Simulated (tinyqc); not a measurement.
Weibull slope from two areas.

Problem. Oxide breakdown times follow a Weibull law, F = 1 - exp(-(t/t63)^beta). For defects spread at random t63 goes as A^(-1/beta). Find beta and the time at which the share Fp of the area-A2 devices has failed, t63(A2) (-ln(1 - Fp))^(1/beta).

Parameters, values chosen for the exercise:

| symbol | value | unit | meaning |
|---|---|---|---|
| A1 | 8200 | um^2 | area of a test capacitor |
| A2 | 1.5e6 | um^2 | gate area of the product |
| Fp | 1e-5 |  | allowed share of failed products |

t63 at the areas A1 and A2 (s): [640, 66.463178]

Solution. beta = ln(A2/A1)/ln(t63(A1)/t63(A2)).

beta = 2.30
time to Fp = 0.445 s

Numbers from tinyqc (`OMP_NUM_THREADS=1 python tinyqc.py 2070087 2070088 out.jsonl`; about 0.01 s on one thread of a shared Intel Xeon 2.30GHz).
